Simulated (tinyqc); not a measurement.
Hubbard chain of 2 sites, step by step. Computed by tinyqc, a small Python program that keeps every step. Settings: hopping = 1.79, U = 8.3, mixing = 1, iteration cap = 53. Command: `OMP_NUM_THREADS=1 python tinyqc.py 25945 25946 out.jsonl` (the two numbers bound the seeds that draw the settings). One thread of a shared host (Intel(R) Xeon(R) Processor @ 2.60GHz), about 0.2 s of CPU time with the checks. Later iterations appear only in the table of the cycle.

## Mean-field iteration 1

one-body matrix (hopping and site energies) (eV):
```
           1          2
1   0.000000  -1.790000
2  -1.790000   0.000000
```

U = 8.300000 eV

electrons, up and down: 1  1

mixing = 1

n(up) at the start (a guess, not normalised): 1 0.800000, 2 0.200000

n(down) at the start (a guess): 1 0.200000, 2 0.800000

H(up) = T + U n(down), H(down) = T + U n(up); fill the lowest levels; n(new) = n + mixing (n(out) - n); E = tr T (rho up + rho down) + U sum n_up n_down of the output.

levels, up (eV): 1.083373  7.216627

levels, down (eV): 1.083373  7.216627

energy = -0.675713 eV

n(up) after iteration 1: 1 0.905984, 2 0.094016

n(down) after iteration 1: 1 0.094016, 2 0.905984

## Mean-field iteration 2

As before.

levels, up (eV): 0.334409  7.965591

levels, down (eV): 0.334409  7.965591

energy = -0.766142 eV

n(up) after iteration 2: 1 0.941565, 2 0.058435

n(down) after iteration 2: 1 0.058435, 2 0.941565

## Convergence

Each step fills the lowest levels of T + U n(other spin) and sets n(new) = n + mixing (n(out) - n); stop when output and input agree to 1e-8.

Course of the cycle:
```
iteration       E (eV)  largest |n(out) - n(in)|  mean |n_up - n_down|
1          -0.67571329                  1.06e-01              0.811967
2          -0.76614179                  3.56e-02              0.883130
3          -0.77183673                  7.71e-03              0.898556
4          -0.77206391                  1.48e-03              0.901516
5          -0.77207200                  2.77e-04              0.902070
6          -0.77207228                  5.16e-05              0.902173
7          -0.77207229                  9.60e-06              0.902192
8          -0.77207229                  1.79e-06              0.902196
9          -0.77207229                  3.32e-07              0.902196
10         -0.77207229                  6.18e-08              0.902196
11         -0.77207229                  1.15e-08              0.902196
12         -0.77207229                  2.14e-09              0.902196
```

local moments n_up - n_down: 1 0.902196, 2 -0.902196

Converged in 12 iterations. Before convergence this energy mixes input and output and is not variational, so it may rise towards its limit.

## The many-body Hamiltonian

Basis: all placements (u, d, 2, 0 on each site), up operators ordered before down ones; hops carry the sign of the same-spin electrons passed.

H (eV), lower triangle:
```
           20         ud         du        02
20   8.300000
ud  -1.790000   0.000000
du  -1.790000   0.000000   0.000000
02   0.000000  -1.790000  -1.790000  8.300000
```

## Exact diagonalisation (4 states)

Lowest levels of the sector, and the double occupancy of the lowest state.

lowest levels (eV): -1.330775  0.000000  8.300000  9.630775

double occupancy per site = 0.060702

The mean-field solution above lies 0.5587 eV above the exact energy.
